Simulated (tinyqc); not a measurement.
Narrowing against degeneracy: heavy doping: gap narrowing, degeneracy and the minority density.

F_j(eta) = (1/Gamma(j + 1)) integral_0^infinity x^j dx/(1 + exp(x - eta)), which tends to exp(eta) for eta << 0.

Empirical narrowing (Slotboom form, constants chosen for the exercise; published fits of this form give the apparent narrowing, here it is taken as the true one): dEg = E0 [ln(N/N0) + sqrt(ln(N/N0)^2 + C)].

Majority: N = Nc F_1/2(eta), eta the distance of EF beyond the majority band edge in kT. Degeneracy factor gam = F_1/2(eta)/exp(eta). ni0^2 = Nc Nv exp(-Eg/kT); product n p = ni0^2 gam exp(dEg/kT), dEg the true narrowing; apparent narrowing dEa = dEg + kT ln gam; minority density = n p/N.

Constants: kB = 8.617333262e-05 eV/K.

Parameters, chosen for this exercise (gap and densities of states near those of Si at this temperature; narrowing constants near the fits for Si; shifted at random, so the results belong to these values and not to a real crystal): Eg = 1.122 eV (gap); Nc = 4.18e+19 1/cm^3 (conduction-band density of states); Nv = 1.68e+19 1/cm^3 (valence-band density of states); T = 400 K; E0 = 6.08 meV (narrowing scale); N0 = 1.3e+17 1/cm^3 (onset density); C = 0.5 (smoothing constant).

N takes the values listed; the last column is N over the factor gam exp(dEg/kT), the doping that a simple model would need to give the same minority density.

Results:
```
N (1/cm^3)    eta      gam  dEg (meV)  dEa (meV)  minority (1/cm^3)  effective doping (1/cm^3)
1.0e+17     -6.03    0.999        3.0        3.0           5.59e+07                   9.18e+16
4.0e+17     -4.65    0.997       14.9       14.8           1.97e+07                   2.60e+17
1.0e+18     -3.72    0.992       25.5       25.2           1.07e+07                   4.81e+17
4.0e+18     -2.31    0.967       42.1       40.9           4.20e+06                   1.22e+18
1.0e+19     -1.35    0.919       53.2       50.3           2.20e+06                   2.33e+18
4.0e+19      0.29    0.716       69.9       58.4           6.98e+05                   7.35e+18
1.0e+20      1.69    0.441       81.0       52.8           2.37e+05                   2.16e+19
3.0e+20      4.30   0.0976       94.4       14.1           2.58e+04                   1.99e+20
8.0e+20      8.55  0.00369      106.3      -86.8                517                   9.93e+21
```

dEg grows steadily to 106.3 meV, while the apparent value peaks at 58.4 meV for N = 4e+19 and falls to -86.8 meV as the Fermi level enters the band (a negative value is not met in measurements: parabolic bands with a fixed mass overstate the filling). N grows by a factor 40 from the third to the sixth row and the effective doping by 15.3.

Computed by tinyqc, a small Python program: `OMP_NUM_THREADS=1 python tinyqc.py 1681140 1681141 out.jsonl` (the numbers bound the seed that draws the inputs); one thread of a shared host (Intel(R) Xeon(R) Processor @ 2.30GHz), about 0.01 s for the whole set of steps.
